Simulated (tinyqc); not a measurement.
From results back to parameters: exchange-split free-electron bands and tunnelling magnetoresistance. Two cases, with inputs chosen for the exercise.

Problem. The electron density n_up + n_dn and the polarisation of the density of states, P = (k_up - k_dn)/(k_up + k_dn), are given; EF and Dx are hidden.

Majority and minority bands E = c k^2/m -/+ Dx/2, c = hbar^2/2m0, so k_up = sqrt(m (EF + Dx/2)/c), k_dn = sqrt(m (EF - Dx/2)/c); n_s = k_s^3/(6 pi^2), D_s = m k_s/(4 pi^2 c).

Constants: hbar^2/2m0 = 3.80998211 eV angstrom^2.

Find: k_up, k_dn; EF; Dx.

Method. k_dn/k_up = (1 - P)/(1 + P); n then fixes k_up; EF is the mean and Dx the difference of the two kinetic energies.

Case 1.

Values chosen: m = 1.19 m0 (mass in the electrodes).
n = 0.0399339 1/angstrom^3
P = 0.320858

Solution.

k_up, k_dn (1/angstrom): 1.2769  0.6565

EF = 3.30 eV
Dx = 3.84 eV

Case 2.

Values chosen: m = 1.2 m0 (mass in the electrodes).
n = 0.0849201 1/angstrom^3
P = 0.607579

Solution.

k_up, k_dn (1/angstrom): 1.7050  0.4162

EF = 4.89 eV
Dx = 8.68 eV

Computed by tinyqc, one run a case: `OMP_NUM_THREADS=1 python tinyqc.py N N+1 out.jsonl` with N = 1650316, 1650338; one thread of a shared Intel(R) Xeon(R) Processor @ 2.30GHz, about 0.01 s a run at most.
